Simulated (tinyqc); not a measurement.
Electron-beam lithography: double-Gaussian proximity function, edge placement and dose correction for parallel lines. From width change per 1 % of dose back to forward range alpha. Computed by tinyqc, a small Python program. Command: `OMP_NUM_THREADS=1 python tinyqc.py 3113019 3113020 out.jsonl proximity inv`. One thread of a shared host (Intel(R) Xeon(R) Processor @ 2.30GHz), about 0.01 s of CPU time with the checks.

Lines are infinitely long. Absorbed energy is counted so that the middle of a very large area written at dose 1 receives 1; the resist develops where it exceeds 1/2.

Inputs (values chosen for the exercise, of the order of those for 10 keV electrons in resist on silicon):
```
quantity,value,unit
backscatter ratio eta,0.84,-
base dose D0,490,microcoulomb/cm^2
width of the test line,0.13,micrometre
pattern density around the test line,0.52,-
```

Method. A test line of width w << beta in surroundings of density rho, all at dose d: near its edge E(x) = d [S + eta rho]/(1 + eta), S = [erf((b - x)/alpha) - erf((a - x)/alpha)]/2 for edges a and b, the second term being the background energy. Dose to size d_s = (1 + eta)/(erf(w/alpha) + 2 eta rho), dose = d_s D0; edge slope d [1 - exp(-w^2/alpha^2)]/(sqrt(pi) alpha (1 + eta)); width change per 1 % of dose = 2 x 0.01 x (1/2)/slope.

Question. A run gave the result below. Find the forward range alpha, known to lie between 0.0064 and 0.011 micrometre.

width change per 1 % of dose = 0.3003062 nm

Answer.

Each step takes the trial c = (a f_b - b f_a)/(f_b - f_a), f being the result less the target and a, b, c the logarithms of the listed values; c replaces end b, the old b replaces a if the sign of f changed, and otherwise f_a is halved.

Scan of the range:
```
forward range alpha (micrometre),width change per 1 % of dose (nm)
0.00640,0.212536
0.00700,0.232461
0.00767,0.254711
0.00839,0.278621
0.00918,0.304856
0.01010,0.335408
0.01100,0.365296
```

False position (Illinois rule, in the logarithm of the input) inside the bracket:
```
step,end a,end b,trial,width change per 1 % of dose (nm)
1,0.00839000,0.00918000,0.00903785,0.300135
2,0.00918000,0.00903785,0.00904296,0.300305
3,0.00918000,0.00904296,0.00904304,0.300307
4,0.00904296,0.00904304,0.00904300,0.300306
```

Width change per 1 % of dose rises at every point of a 13-point scan of the range (every second point is shown), so one value fits; it is bracketed by 0.00839 and 0.00918. The scan shows a pure power law with exponent 1.000, so scaling from any one row also gives the answer directly. Answer: forward range alpha = 0.009043 micrometre.
